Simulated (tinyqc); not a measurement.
Power iteration on a symmetric matrix, step by step. Computed by tinyqc, a small Python program that keeps every step. Settings: method = power, shift = 1.58. Command: `OMP_NUM_THREADS=1 python tinyqc.py 27533 27534 out.jsonl` (the two numbers bound the seeds that draw the settings). One thread of a shared host (Intel(R) Xeon(R) Processor @ 2.60GHz), about 0.01 s of CPU time with the checks.

A:
```
           1          2          3          4
1   0.062000  -0.043000   0.129000   0.051000
2  -0.043000   0.065000   0.028000   0.024000
3   0.129000   0.028000   0.587000  -0.042000
4   0.051000   0.024000  -0.042000   1.718000
```

Stop when the residual |A v - lambda v| is below 1e-9.

Steps:

| step | lambda | residual |
|---|---|---|
| 1 | 0.19146284 | 2.97e-01 |
| 2 | 0.08597940 | 2.12e-01 |
| 3 | 0.03564110 | 1.43e-01 |
| 4 | 0.01396611 | 9.21e-02 |
| 5 | 0.00509125 | 5.94e-02 |
| 6 | 0.00137412 | 3.97e-02 |
| 7 | -0.00032951 | 2.85e-02 |
| 8 | -0.00123934 | 2.24e-02 |
| 9 | -0.00181994 | 1.90e-02 |
| 10 | -0.00224881 | 1.69e-02 |
| 11 | -0.00259541 | 1.55e-02 |
| 12 | -0.00288861 | 1.44e-02 |
| 13 | -0.00314181 | 1.34e-02 |
| 14 | -0.00336238 | 1.26e-02 |
| 15 | -0.00355519 | 1.17e-02 |
| 16 | -0.00372394 | 1.10e-02 |
| 17 | -0.00387167 | 1.03e-02 |
| 18 | -0.00400100 | 9.62e-03 |
| 19 | -0.00411419 | 9.00e-03 |
| 20 | -0.00421323 | 8.42e-03 |
| 21 | -0.00429987 | 7.88e-03 |
| 22 | -0.00437564 | 7.37e-03 |
| 23 | -0.00444190 | 6.89e-03 |
| 24 | -0.00449983 | 6.44e-03 |
| 25 | -0.00455047 | 6.02e-03 |
| 26 | -0.00459473 | 5.63e-03 |
| 27 | -0.00463341 | 5.26e-03 |
| 28 | -0.00466721 | 4.92e-03 |
| 29 | -0.00469675 | 4.60e-03 |
| 30 | -0.00472255 | 4.30e-03 |

Can the last value be used, and what does the course show?

Not by the stop rule. Not converged in 30 steps: the residual falls only by the ratio of the two largest distances of eigenvalues from the shift, 0.93 a step. all eigenvalues, for comparison: -0.004901  0.098958  0.616800  1.721143.
